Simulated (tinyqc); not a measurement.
# Changing the energy inside the band E

Model: Koster-Slater impurity in a tight-binding band, by Green functions and by supercells. Computed by tinyqc, a small Python program. Command: `OMP_NUM_THREADS=1 python tinyqc.py 3031739 3031740 out.jsonl kosterslater sweep`. One thread of a shared host (Intel(R) Xeon(R) Processor @ 2.30GHz), about 0.06 s of CPU time with the checks.

One orbital per site, e(k) = -2 t sum cos(k_i) over 3 direction(s), band from -6 t to 6 t, lattice constant 1. One site has the extra energy U. Spin is left out.

Inputs (values chosen for the exercise, for a model band):
```
quantity                  value      unit
hopping t                   1.9        eV
impurity potential U        -12        eV
broadening eta             0.19        eV
impurity concentration c  0.001  per site
```

Lattice: simple cubic.

Constants: hbar = 6.582119569e-16 eV s.

Method. Inside the band G0(z), z = E + i eta, comes from the chain form 1/(sqrt(y - 2t) sqrt(y + 2t)) (principal roots) at y = z + 2 t cos k + 2 t cos k', averaged over k and k' in (0, pi) with 200 Gauss-Legendre points each. T = U/(1 - U G0); phase shift delta = -arg(1 - U G0) in (-pi, pi]; host density of states -Im G0/pi; on the impurity -Im[G0/(1 - U G0)]/pi; lifetime of a band state hbar/(-2 c Im T).

One run for each value; columns: (1) energy inside the band E (eV); (2) host density of states (1/eV); (3) density of states on the impurity (1/eV); (4) phase shift delta (rad); (5) scattering lifetime (fs):
```
(1)          (2)       (3)     (4)     (5)
-10.80  0.008091  0.019305  2.6510   37.68
-8.42   0.021156  0.018944  2.2864   38.40
-6.02   0.036416  0.014320  2.1046   50.80
-3.61   0.070630  0.009590  1.7654   75.86
-1.20   0.073542  0.009106  1.3493   79.89
1.20    0.073542  0.007678  1.1102   94.75
3.61    0.070630  0.005246  0.8120  138.68
6.02    0.036416  0.003720  0.4543  195.54
8.42    0.021156  0.002681  0.2879  271.31
10.80   0.008091  0.001207  0.1181  602.69
```

Over the rows, host density of states (1/eV) goes from 0.00809 through a maximum among these rows, 0.0735 at -1.20, to 0.00809; density of states on the impurity (1/eV) falls from 0.0193 to 0.00121; phase shift delta (rad) falls from 2.65 to 0.118.

Extremes, crossings and ranges named in words are read from the listed rows.
